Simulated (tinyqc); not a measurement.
Solid solubility of a dopant against its melt (retrograde solidus), clustering and the electrically active fraction: one step, computed by the program tinyqc.

Task: Active fraction after the anneal. A highly soluble donor (another dopant than that of the solidus) is limited by clustering. Donors N_a are active, and clusters hold m atoms each: N_t = N_a + m C, m C = N* (N_a/N*)^m (n/N*)^m, each atom taking one electron, n = N_a/2 + sqrt(N_a^2/4 + n_i^2), n_i = prefactor x T^1.5 exp(-E_i/(k_B T)), with N*(T) = N*(1273 K) exp[-(E_b/k_B)(1/T - 1/1273)]. Resistivity = 1/(e mu N_a).

Inputs (values chosen for the exercise, of the order of those of copper in silicon for the solubility):

| quantity | value | unit |
|---|---|---|
| total dopant density N_t | 6e+20 | 1/cm^3 |
| atoms per cluster m | 4 | - |
| cluster scale N* at 1273 K | 5.1e+20 | 1/cm^3 |
| activation energy E_b of the cluster scale | 0.21 | eV |
| anneal temperature T_a | 1150 | K |
| prefactor of n_i | 3.82e+16 | 1/(cm^3 K^1.5) |
| energy E_i in n_i | 0.605 | eV |
| mobility mu | 75 | cm^2/(V s) |

Clustering: clusters that take up free electrons.

Constants: k_B = 8.617333262e-05 eV/K; e = 1.602176634e-19 C.

Give: N*(T_a); active density N_a; active fraction; resistivity.

Result:

N*(T_a) = 4.1557e+20 1/cm^3

active density N_a = 3.8312e+20 1/cm^3

active fraction = 0.63853

resistivity = 0.21722 milliohm cm

Doubling the dose would raise N_a by only 17 %. Caution: this clustering law is a generic form; degeneracy and a doping-dependent mobility are left out.
